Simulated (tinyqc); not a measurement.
What moves the results: six-band hole subbands of a thin body in a field. A value that a table varies takes the place of the one given here.

Basis X, Y, Z times spin, hole energies counted downwards from the unstrained edge (the hydrostatic shift is left out), c = hbar^2/2m0. For a symmetric tensor T let C(T) have C_XX = L Txx + M (Tyy + Tzz), C_XY = N Txy (cyclic), L = c (g1 + 4 g2), M = c (g1 - 2 g2), N = 6 c g3. k = q + kz n, n the unit normal, q = k1 u + k2 v with u along the channel [1-10] and v = n x u. H = C(k k^T) + (Dso/3)(1 - L.sigma) - B + e F z with (L_k)_ij = -i epsilon_kij; B is the block C built from the traceless strain with 2b, -b and sqrt(3) d in place of L, M, N. Strain: exx = eyy = (s11 + s12) sx/2, ezz = s12 sx, exy = -s44 sx/4. Hard walls at z = 0 and t; basis sin(j pi z/t), j = 1 to Nz: kz^2 = (j pi/t)^2, kz = -i D with D_jl = 4 j l/(t (j^2 - l^2)), z_jj = t/2 and z_jl = -8 t j l/(pi (j^2 - l^2))^2 for j + l odd; 1 MV/cm = 0.01 eV/angstrom.

Nz = 14. E1 is the top subband at q = 0, gap the distance to the next pair, and the masses are c q^2/(E(q) - E1) at |q| = 0.02 1/angstrom (mean of the spin pair) along the channel [1-10] and across it in the plane; a dash marks a band that does not rise.

Constants: hbar^2/2m0 = 3.80998211 eV angstrom^2.

Inputs chosen for the exercise (near those of a p-type Si channel; shifted at random, so the results belong to these values and not to a real crystal): g1 = 4.3 (Luttinger gamma1); g2 = 0.34 (gamma2); g3 = 1.44 (gamma3); Dso = 0.044 eV (spin-orbit splitting); b = -2.13 eV (tetragonal potential); d = -4.87 eV (trigonal potential); S = (7.83, -2.17, 12.69) 1/TPa (compliances s11, s12, s44); face = 111 (surface); t = 35 angstrom (body thickness); F = 0.2 MV/cm (field across the body); sx = 0 GPa (stress along the channel [1-10], negative in compression).

## Stress along the channel

Each row has its own sx.

Results:
```
sx (GPa)  E1 (meV)  gap (meV)  m channel  m across
-3.0         -21.8      132.6      0.128     1.134
-2.0          14.9      117.0      0.132     1.061
-1.0          50.7       63.2      0.142     0.847
-0.5          66.9       39.7      0.162     0.591
0.0           77.4       27.6      0.273     0.275
0.5           75.8       39.6      0.510     0.165
1.0           68.5       63.1      0.602     0.150
```

Under 2 GPa of compression the channel mass goes from 0.273 to 0.132 m0, the mass across from 0.275 to 1.061; the gap to the next subband is 117, 28 and 63 meV at -2, 0 and +1 GPa. The lightest channel mass of the table, 0.128 m0, is at -3.0 GPa.

## Surface orientation and number of bands

Three faces, six bands; and four bands, with Dso set to 1000 eV.

Results:
```
case           E1 (meV)  gap (meV)  m channel  m across
(001) 6 bands     145.6       21.6      0.377     0.377
(001) 4 bands     145.6       41.9      0.307     0.307
(110) 6 bands      52.2       37.0      0.114     0.276
(110) 4 bands      88.8      155.2      0.150     0.275
(111) 6 bands      77.4       27.6      0.273     0.275
(111) 4 bands      77.4      132.3      0.184     0.184
```

With six bands the top subband is shallowest on (110) (52.2 meV) and deepest on (001). The lightest channel mass is on (110) (0.114 m0). Dropping the split-off band moves E1 by 0.0, 36.6 and 0.0 meV and the gap by 20.2, 118.3 and 104.7 meV on the three faces, with Dso = 44 meV.

## What each parameter does

Six bands. Each row changes one parameter from the base and keeps the others.

Results:
```
case             E1 (meV)  gap (meV)  m channel (m0)  m across (m0)
base                 77.4       27.6           0.273          0.275
t = 45 angstrom      68.1       26.6           0.266          0.269
F = 0.5 MV/cm       123.7       27.7           0.275          0.277
sx = -0.5 GPa        66.9       39.7           0.162          0.591
g3 = 1.34            83.7       27.5           0.250          0.251
g2 = 0.39            77.4       27.6           0.266          0.268
Dso = 0.066 eV       77.4       40.1           0.255          0.256
d = -3.9 eV          77.4       27.6           0.273          0.275
```

The largest shifts from the base row, up to three for each result and ties (the steps differ in size, so this ranks the rows, not the parameters). E1 (meV): F +46.3, sx -10.4, t -9.3; unchanged at the printed digits by g2, Dso and d. gap (meV): Dso +12.5, sx +12.0, t -1.1; unchanged at the printed digits by g2 and d. m channel (m0): sx -0.111, g3 -0.023, Dso -0.018; unchanged at the printed digits by d. m across (m0): sx +0.316, g3 -0.024, Dso -0.019; unchanged at the printed digits by d.

Run: tinyqc, `OMP_NUM_THREADS=1 python tinyqc.py 1281778 1281779 out.jsonl`; Intel(R) Xeon(R) Processor @ 2.30GHz, one thread, shared host; about 0.3 s of CPU time with all checks.
